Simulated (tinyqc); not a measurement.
From results back to parameters: Koster-Slater impurity in an sp3s* host.

Problem. In the Koster-Slater model a defect shifts the s level of its site by Vs and the p levels by Vp; an A1 level solves 1/Vs = G_s(E) and a T2 level 1/Vp = G_p(E), E from the top of the valence band. A defect has an A1 level at E = 0.8813 eV, one of the energies of the table, and a T2 level at 0.2938 eV.

G(E) of the host (1/eV):

| E (eV) | G_s | G_p |
|---|---|---|
| 0.0000 | -0.0700746 | 0.0993371 |
| 0.1469 | -0.0826221 | 0.0639200 |
| 0.2938 | -0.0969931 | 0.0366296 |
| 0.4407 | -0.1138656 | 0.0121758 |
| 0.5875 | -0.1342856 | -0.0118854 |
| 0.7344 | -0.1600140 | -0.0375914 |
| 0.8813 | -0.1943904 | -0.0677448 |
| 1.0282 | -0.2450601 | -0.1081147 |
| 1.1751 | -0.3371472 | -0.1773350 |

Find: Vs, Vp.

Solution. Read G_s and G_p at the two energies and invert them. Vs is attractive and pulls its level down from the conduction bands. Vp is repulsive and pushes its level up from the valence bands.

Vs, Vp (eV): -5.1  27.3

(tinyqc, `OMP_NUM_THREADS=1 python tinyqc.py 1450626 1450627 out.jsonl`, Intel(R) Xeon(R) Processor @ 2.30GHz, 1 thread, shared host, about 0.04 s.)
